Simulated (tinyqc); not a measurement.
# Space-charge-limited current with shallow traps: from ohmic to space-charge-limited current

One carrier type, drift only, an injecting contact at x = 0 (zero field) and thickness L. The share th = y/(1 + y), y = (Nc/Nt) exp(-Et/kB T), of the injected charge is free: J = q mu n F, eps0 eps_r dF/dx = q (n - n0)/th.

Ohmic J = q n0 mu V/L; Mott-Gurney J = (9/8) th eps0 eps_r mu V^2/L^3; they cross at Vx = 8 q n0 L^2/(9 th eps0 eps_r); traps fill at V_TFL = q Nt L^2/(2 eps0 eps_r). Exact: with u = n0/n(L), w = -u - ln(1 - u) and v = -u - u^2/2 - ln(1 - u), V = (q n0 L^2/(th eps0 eps_r)) v/w^2 and J = q^2 n0^2 mu L/(th eps0 eps_r w).

Inputs (values chosen for the exercise): temperature T = 300 K; relative permittivity eps_r = 15.4; mobility mu = 22 cm^2/(V s); thickness L = 770 nm; band density of states Nc = 1.9e20 cm^-3; trap density Nt = 6e17 cm^-3; trap depth Et = 0.24 eV; free carrier density in equilibrium n0 = 4.6e14 cm^-3.

Constants: q = 1.602176634e-19 C, kB = 1.380649e-23 J/K, Vt = kB T/q, eps0 = 8.8541878128e-14 F/cm where lengths are in cm. Results are converted to the units shown.

From ohmic to space-charge-limited current:

| V (V) | J (A/cm^2) | ohmic (A/cm^2) | Mott-Gurney (A/cm^2) | d ln J/d ln V |
|---|---|---|---|---|
| 0.74 | 16.13 | 15.58 | 1.157 | 1.037 |
| 1.4 | 31.59 | 29.48 | 4.142 | 1.077 |
| 2.8 | 68.73 | 58.96 | 16.57 | 1.179 |
| 5.4 | 157.0 | 113.7 | 61.62 | 1.346 |
| 10 | 380.8 | 210.6 | 211.3 | 1.530 |
| 20 | 1174 | 421.1 | 845.3 | 1.710 |
| 39 | 3843 | 821.2 | 3214 | 1.833 |
| 77 | 1.376e4 | 1621 | 1.253e4 | 1.910 |
| 150 | 4.993e4 | 3159 | 4.755e4 | 1.952 |
| 290 | 1.823e5 | 6107 | 1.777e5 | 1.975 |
| 560 | 6.716e5 | 1.179e4 | 6.627e5 | 1.987 |

What does the table show?

The local exponent rises from 1.04 to 1.99, passing from ohmic towards the square law around Vx = 9.96 V. In the last row J is 1.3 % above the Mott-Gurney value. For V = 150, 290, 560 the voltage exceeds half of V_TFL = 209 V, near which the traps fill and the current rises steeply beyond this model. For V = 0.74, 1.4 the voltage is under 100 kB T/q, where diffusion would add more than a third of the Mott-Gurney current.

Range of the model: Diffusion and a field-dependent mobility are left out. With injecting contacts the diffusion current, about 4 pi^2 Vt th eps0 eps_r mu V/L^3, equals the Mott-Gurney current at V = 35 kB T/q (0.9 V at 300 K), so the drift-only result needs V well above that.

Program tinyqc, `OMP_NUM_THREADS=1 python tinyqc.py 2370030 2370031 out.jsonl`; Intel Xeon 2.30GHz, shared host, one thread, about 0.01 s.
